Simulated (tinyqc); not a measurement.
Reverse leakage of an n+-p junction: diffusion, generation, trap-assisted and band-to-band tunnelling: leakage components against the trap level above the intrinsic level.

One-sided abrupt junction in the depletion approximation, x from the junction (0) to W on the p side, field F = F0 (1 - x/W). Flat quasi-Fermi levels, long p side. Traps generate through SRH with both lifetimes shortened by 1 + Gamma (Hurkx enhancement, form for moderate fields); band-to-band generation is local and needs a total bending above Eg.

ni = sqrt(Nc Nv) exp(-Eg/(2 Vt)), Eg in volts; Vbi = Vt ln(Na Nd/ni^2); W = sqrt(2 eps0 eps_r (Vbi + VR)/(q Na)); F0 = 2 (Vbi + VR)/W; FG = sqrt(24 mt m0 (kB T)^3)/(q hbar); J_diff = q ni^2 sqrt(Dn/tau)(1 - exp(-VR/Vt))/Na. u = (Vbi + VR)(1 - x/W)^2, p = Na exp(-u/Vt), n = Nd exp((u - Vbi - VR)/Vt); G0 = ni^2 (1 - exp(-VR/Vt))/(tau (n + p + 2 ni cosh(Et/Vt))); Gamma = 2 sqrt(3 pi)(F/FG) exp((F/FG)^2); trap-assisted part G0 Gamma; G_bb = Ab F^2.5 exp(-Bb/F) with F in V/cm, zero unless Vbi + VR > Eg. Currents are q times the integrals over 0 to W; J_bb under 1e-8 of J is printed as 0; rows with F0/FG above 2.2, beyond the range of this Gamma, are left out.

Values chosen for this exercise; band and dielectric values close to those of silicon: temperature T = 350 K; band gap Eg = 1.11 eV; relative permittivity eps_r = 11.8; conduction-band density of states at T Nc = 3.47e19 cm^-3; valence-band density of states at T Nv = 3.33e19 cm^-3; acceptor density of the lighter side Na = 3.1e17 cm^-3; donor density of the heavier side Nd = 1e19 cm^-3; SRH lifetime of both carriers at zero field tau = 3e-7 s; tunnelling mass mt = 0.25 m0; electron diffusion coefficient on the lighter side Dn = 7.2 cm^2/s; band-to-band prefactor Ab = 6.1e14 cm^-0.5 V^-2.5 s^-1; band-to-band field constant Bb = 1.81e7 V/cm; reverse bias VR = 2.4 V.

Constants: q = 1.602176634e-19 C, kB = 1.380649e-23 J/K, hbar = 1.054571817e-34 J s, m0 = 9.1093837015e-31 kg, Vt = kB T/q, eps0 = 8.8541878128e-14 F/cm where lengths are in cm. Results are converted to the units shown.

The same in every row: F0 (kV/cm) = 563; F0/FG = 1.21; J_diff (A/cm^2) = 3.04e-10; J_bb (A/cm^2) = 8.11e-11.

Leakage components against the trap level above the intrinsic level:
```
Et (eV)  J_SRH (A/cm^2)  J_TAT (A/cm^2)  J (A/cm^2)              largest part
-0.3           8.28e-11        7.67e-10     1.24e-9  trap-assisted tunnelling
-0.2            2.02e-9         1.95e-8     2.20e-8  trap-assisted tunnelling
-0.1            5.00e-8         4.95e-7     5.45e-7  trap-assisted tunnelling
0               6.35e-7         6.37e-6     7.01e-6  trap-assisted tunnelling
0.1             5.00e-8         4.95e-7     5.45e-7  trap-assisted tunnelling
0.2             2.02e-9         1.95e-8     2.20e-8  trap-assisted tunnelling
0.3            8.28e-11        7.67e-10     1.24e-9  trap-assisted tunnelling
```

What does the comparison show?

J goes from 1.24e-9 through a maximum of 7.01e-6 (at Et = 0 among the rows listed) to 1.24e-9 A/cm^2. Trap-assisted tunnelling leads at Et = -0.3 and in all other rows.

Computed by the program tinyqc: `OMP_NUM_THREADS=1 python tinyqc.py 2290003 2290004 out.jsonl`, one thread of a shared Intel Xeon 2.30GHz, about 0.01 s for the whole run.
